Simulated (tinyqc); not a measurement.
From results back to parameters: band-to-band tunnelling across a p-n junction in a two-band chain. Two cases, with inputs chosen for the exercise.

Problem. In a uniform field T = exp(-B/F), B = (pi/4) sqrt(m/c) Eg^(3/2), c = hbar^2/2m0, 1 V/angstrom = 100 MV/cm. m is the band-edge mass, the same for both bands (twice the reduced mass). The ratio below comes from a hidden m.

Constants: hbar^2/2m0 = 3.80998211 eV angstrom^2.

Case 1.

Values chosen (out of a larger set: gap and mass near those of Ge (direct gap); not measured data): Eg = 0.807 eV (gap); F1 = 0.91 MV/cm (first field); F2 = 2.72 MV/cm (second field).

ln(T2/T1) = 4.303326

Case 2.

Values chosen (out of a larger set: gap and mass near those of InSb; not measured data): Eg = 0.178 eV (gap); F1 = 1.12 MV/cm (first field); F2 = 2.82 MV/cm (second field).

ln(T2/T1) = 0.188976

Find: B; m.

Solution. B is the logarithm over 1/F1 - 1/F2, and m = c (4B/pi)^2/Eg^3 with B in V/angstrom.

Case 1.

B = 5.885 MV/cm
m = 0.0407 m0

Case 2.

B = 0.351 MV/cm
m = 0.0135 m0

Computed by tinyqc, one run a case: `OMP_NUM_THREADS=1 python tinyqc.py N N+1 out.jsonl` with N = 1480175, 1480179; one thread of a shared Intel(R) Xeon(R) Processor @ 2.30GHz, about 0.01 s a run at most.
